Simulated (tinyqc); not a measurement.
Inside a calculation: quasiparticle equation with a plasmon-pole self-energy for two band edges. Values are carried at full precision from step to step, so a last printed digit may differ when a step is redone from the rounded ones.

For each edge E = e + X + Sc(E), with the correlation part Sc(E) = A[0]/(E - a + w) + A[1]/(E - b - w); a and b are the valence and conduction energies that enter the Green function (a = ev, b = ec in the one-shot scheme). Z = 1/(1 - dSc/dE), dSc/dE = -A[0]/(E - a + w)^2 - A[1]/(E - b - w)^2.

Parameters, chosen for this exercise (scales of the order of those of SiO2; the results hold for these values, not for the real material): ev = 0 eV (mean-field valence top); ec = 5.77 eV (mean-field conduction edge); w = 20.1 eV (pole energy); Av = (69.5, 29.6) eV^2 (weights of the valence state on the hole and electron poles); Ac = (34.2, 78.6) eV^2 (the same for the conduction state); Xv = -4.53 eV (exchange minus the mean-field potential, valence); Xc = 4.72 eV (the same, conduction).

## Linearised one-shot correction

Evaluate Sc and its slope at the mean-field energy; E = e + Z (X + Sc).

Terms:

| edge | Sc (eV) | dSc/dE | Z | X + Sc (eV) | E (eV) |
|---|---|---|---|---|---|
| valence | 2.3135 | -0.2163 | 0.8222 | -2.2165 | -1.8224 |
| conduction | -2.5885 | -0.2457 | 0.8028 | 2.1315 | 7.4812 |

gap = 9.3036 eV
gap with Z = 1 = 10.1180 eV

The gap opens by 3.534 eV, 52 % of it by lowering the valence top. Setting Z = 1 would overshoot by 0.814 eV. X and Sc have opposite signs and are each larger than the sum they leave, so both must be converged well.

## Solving the equation for the conduction edge

Newton steps on f(E) = E - ec - Xc - Sc(E) from E = ec; the first step is the linearised result.

Iterates:

| step | E (eV) | Sc (eV) | f (eV) |
|---|---|---|---|
| 0 | 5.77000 | -2.58845 | -2.131547 |
| 1 | 7.48119 | -3.03436 | 0.025554 |
| 2 | 7.46119 | -3.02882 | 0.000004 |
| 3 | 7.46118 | -3.02882 | 0.000000 |

The linearisation errs by +20.0 meV, as the shift is only 0.084 of the pole energy.

## All solutions for the valence state

Multiplying out gives a cubic; give its three roots and their weights Z.

roots (eV): -23.818  -1.802  26.860

weights: 0.1656  0.8024  0.0320

The weights add up to 1. The satellite below lies 22.02 eV from the main peak, 10 % more than w: this scheme places plasmon satellites too far out, and gives one where a cumulant form gives a series.

## Updating the energies in the Green function

Solve both equations exactly, put the results in place of a and b, and repeat five times; w is kept.

Cycles (eV):

| cycle | Ev | Ec | gap |
|---|---|---|---|
| 1 | -1.8016 | 7.4612 | 9.2627 |
| 2 | -2.0323 | 7.6902 | 9.7226 |
| 3 | -2.0593 | 7.7195 | 9.7788 |
| 4 | -2.0623 | 7.7233 | 9.7856 |
| 5 | -2.0627 | 7.7238 | 9.7865 |

The update moves the gap by +524 meV from the one-shot value; each cycle shrinks the change to about 0.12 of the one before.

## Checks

- Sum of the weights of the three roots: both 1.000000.
- Newton result against the root by bisection (eV): both 7.46118.

(tinyqc, `OMP_NUM_THREADS=1 python tinyqc.py 1881205 1881206 out.jsonl`, Intel(R) Xeon(R) Processor @ 2.30GHz, 1 thread, shared host, about 0.03 s.)
